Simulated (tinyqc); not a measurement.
# Well width for a wanted wavelength

Inverse problem. The layer is x parts of the first compound and 1 - x of the second, grown coherently on the second as substrate and barrier. Rows of the table: lattice constant a, average valence level Ea on an absolute scale, spin-orbit splitting so, gaps at Gamma, X and L, hydrostatic deformation potentials av and ac (Gamma), shear potential b, elastic constants, electron and heavy-hole (along z) masses. All are interpolated linearly in x; gaps get -C x (1 - x), taken wholly in the conduction band; real line-ups can differ from this model by 0.1 eV or more. In-plane strain e = (a_substrate - a)/a, e_z = -2 (c12/c11) e, volume change 2 e + e_z. With v = 2 e + e_z and d = 2 b (e_z - e): Eav = Ea + av v; E_hh = Eav + so/3 - d/2; E_lh = Eav - so/6 + d/4 + sqrt(so^2 + so d + 9 d^2/4)/2; E_c = Ea + so/3 + EG + ac v (Gamma). Substrate: E_v = Ea + so/3, E_c = E_v + EG. Well depths: dEc = E_c(substrate) - E_c, dEhh = E_hh - E_v(substrate), dElh likewise; strained Gamma gap E_c - max(E_hh, E_lh); positive values confine carriers in the layer. Lowest level of a finite well of width Lw and depth V: kw Lw/2 = arctan(sqrt((mw/mb)(V - E)/E)), kw = sqrt(mw E/C), C = hbar^2/(2 m0), for electrons (dEc) and heavy holes (dEhh), mb from the substrate; transition E_c - E_hh + both levels, without exciton binding; wavelength h c/E. Find Lw and the two levels.

Parameters, values chosen for the exercise:
```
symbol,value,unit,meaning
x,0.11,,fraction of the first compound in the layer
CG,0.477,eV,bowing of the Gamma gap
CX,1.4,eV,bowing of the X gap
CL,0.33,eV,bowing of the L gap
```

Constants: q = 1.602176634e-19 C, hbar = 1.054571817e-34 J s, h = 6.62607015e-34 J s, m0 = 9.1093837015e-31 kg, c = 299792458 m/s, hbar^2/(2 m0) = 0.0380998212 eV nm^2. Results are converted to the units shown.

Binary compounds, values chosen for the exercise:
```
,close to InAs,close to GaAs
a (angstrom),6.058,5.653
Ea (eV),-6.67,-6.92
so (eV),0.382,0.336
EG (eV),0.359,1.41
EX (eV),1.36,1.91
EL (eV),1.06,1.69
av (eV),0.997,1.17
ac (eV),-5.09,-7.17
b (eV),-1.78,-1.68
c11 (GPa),83.2,119
c12 (GPa),45.6,53.7
me (m0),0.0227,0.0665
mh (m0),0.328,0.35
```

wavelength = 947.24388 nm

Answer. Both levels fall steadily as the well widens, so the wavelength rises steadily and one width matches.

Lw = 14.30 nm
electron level = 14.55 meV
heavy-hole level = 3.540 meV

Program tinyqc, `OMP_NUM_THREADS=1 python tinyqc.py 2690044 2690045 out.jsonl`; Intel Xeon 2.30GHz, shared host, one thread, about 0.01 s.
